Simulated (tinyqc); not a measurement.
The temperature window: atomic layer deposition: Langmuir saturation, growth per cycle and coating of deep features. Computed by tinyqc, a small Python program. Command: `OMP_NUM_THREADS=1 python tinyqc.py 3007956 3007957 out.jsonl ald sweep`. One thread of a shared host (Intel(R) Xeon(R) Processor @ 2.30GHz), about 0.02 s of CPU time with the checks.

Precursor A sticks only on free sites, so a long enough pulse saturates; co-reactant B then frees the sites again.

Inputs (values chosen for the exercise, modelled on aluminium oxide from trimethylaluminium and water):
```
quantity                                  value      unit
precursor mass M                             72         u
site density q                              4.8    1/nm^2
growth per cycle at saturation G              1  angstrom
sticking probability beta on free sites  0.0022         -
precursor pressure p                         25        Pa
pulse time t                              0.011         s
co-reactant completion per pulse c_B      0.999         -
desorption energy E_d                      1.67        eV
purge time t_p                               12         s
```

Constants: u = 1.6605390666e-27 kg; k_B = 1.380649e-23 J/K; k_B = 8.617333262e-05 eV/K.

Method:
- Wall flux F = p/sqrt(2 pi M k_B T); rate of filling k_a = beta F/q; desorption k_d = 1e13 exp(-E_d/(k_B T)) per second. 1/m^2 = 1e-18/nm^2.
- Temperatures in kelvin are T(C) + 273.15.
- One cycle from coverage th0: pulse A gives th1 = th_s + (th0 - th_s) exp(-(k_a + k_d) t), th_s = k_a/(k_a + k_d); the purge leaves th2 = th1 exp(-k_d t_p); pulse B converts c_B th2 into film and leaves th3 = (1 - c_B) th2. Growth = G c_B th2.
- The periodic state has th0 = th3: th0 = (1 - c_B) e_p th_s (1 - e_a)/(1 - (1 - c_B) e_p e_a), with e_a = exp(-(k_a + k_d) t), e_p = exp(-k_d t_p).
- Share of impinging molecules used = q (th1 - th0)/(F t).

One run for each value:
```
temperature T (C)  growth per cycle (angstrom)   k_d (1/s)  k_a (1/s)
150                                    0.85009  1.2884e-07     172.96
200                                    0.83372  1.6290e-05     163.57
250                                    0.81068  8.1661e-04     155.56
300                                    0.62753  2.0677e-02     148.62
350                                    0.01875  3.1170e-01     142.53
```

Describe and explain the trends.

Over the rows, growth per cycle (angstrom) falls from 0.850 to 0.0188; k_d (1/s) rises from 1.29e-7 to 0.312. Among these rows desorption in the purge stays under 5 % up to 250 C and then closes the window from above. The slow fall before that comes from k_a, as the wall flux drops as T^(-1/2) and the pulse does not saturate. The sticking probability is held fixed here; a real one drops at low T, which closes the window from below. Left out: 400, 450, 500, 550 (far above the temperature window).

Caution (rows 350): many metal-organic precursors decompose at such temperatures, which adds growth left out here.
